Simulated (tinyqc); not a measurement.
AlGaN/GaN HEMT with access regions, lumped model: two steps of the calculation.

A polarisation-induced electron sheet under a Schottky gate, in series with two ungated access regions and contacts. Drift law v = mu E/(1 + mu E/vs) under the gate. Currents in mA/mm, resistances in ohm mm. No self-heating, no channel-length modulation; fits for polarisation, barrier and offset are chosen for the exercise.

Values chosen for this exercise; values close to those of AlGaN/GaN structures: aluminium share of the barrier x = 0.21; barrier thickness d = 30 nm; relative permittivity of barrier and channel eps_r = 9.4; channel mobility mu = 1800 cm^2/(V s); saturation velocity vs = 1.6e7 cm/s; gate length Lg = 0.15 um; source access length Ls = 0.5 um; drain access length Ld = 16 um; resistance of each contact Rc = 0.28 ohm mm; share of the drain-access electrons removed by traps ft = 0; gate voltage Vg = 1 V; critical field Ec = 3.3 MV/cm; depth over which the depleted charge spreads te = 0.46 um; insulator under the field plate tf = 100 nm; relative permittivity of that insulator ei = 7.5.

Constants: q = 1.602176634e-19 C, eps0 = 8.8541878128e-14 F/cm where lengths are in cm. Results are converted to the units shown.

Problem 1. Polarisation charge, threshold and sheet resistance. sigma = (5e13 x + 1.6e13 x^2) cm^-2, phiB = 0.84 + 1.3 x, dEc = 0.7 (1.71 x + x^2) in volts, Cb = eps0 eps_r/d, VT = phiB - dEc - q sigma/Cb, access density n0 = -Cb VT/q. Rsh = 1/(q mu n0); largest access current q n0 vs.

Find: sigma; Cb; VT; n0; Rsh; q n0 vs.

Solution 1.

sigma = 1.1206e13 cm^-2
Cb = 0.27743 uF/cm^2
VT = -5.6405 V
n0 = 9.7671e12 cm^-2
Rsh = 355.02 ohm
q n0 vs = 2503.8 mA/mm

Problem 2. On-resistance and breakdown. Ron = 2 Rc + Ls/(q mu n0) + Ld/(q mu (1 - ft) n0) + Lg/(mu Cb (Vg - VT)). Off state: a depleted stretch that holds the voltage V has the peak field sqrt(k V), k = 2 q n0/(eps0 eps_r te), so one edge holds V1 = Ec^2/k. The sheet under the plate pinches off at Vf = q n0 (1/Cb + tf/(eps0 ei)); beyond it the gate edge is screened. BV = V1 if Vf >= V1, else Vf + V1, and at most Ec Ld. Specific resistance Ron (Ls + Lg + Ld); figure of merit BV^2 over it.

Give: Ron; Vf; V1; BV; specific resistance; figure of merit.

Solution 2.

Ron = 6.4631 ohm mm
Vf = 29.205 V
V1 = 133.22 V
BV = 162.42 V
specific resistance = 1.0761 mohm cm^2
figure of merit = 24.515 MW/cm^2

The plate raises BV by a factor of 1.22.

Numbers from tinyqc (`OMP_NUM_THREADS=1 python tinyqc.py 2570065 2570066 out.jsonl`; about 0.01 s on one thread of a shared Intel Xeon 2.30GHz).
